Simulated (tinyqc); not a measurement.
## Ionisation constants from two fields

Question. alpha_n = an exp(-bn/E). Find bn and an.

alpha_n at 260 and 401 kV/cm (1/cm): 5373.6782  29136.683

Answer. ln alpha is a straight line in 1/E with slope -bn and intercept ln an.

bn = 1.25e6 V/cm
an = 6.58e5 1/cm

Numbers from tinyqc (`OMP_NUM_THREADS=1 python tinyqc.py 2120121 2120122 out.jsonl`; about 0.07 s on one thread of a shared Intel Xeon 2.30GHz).
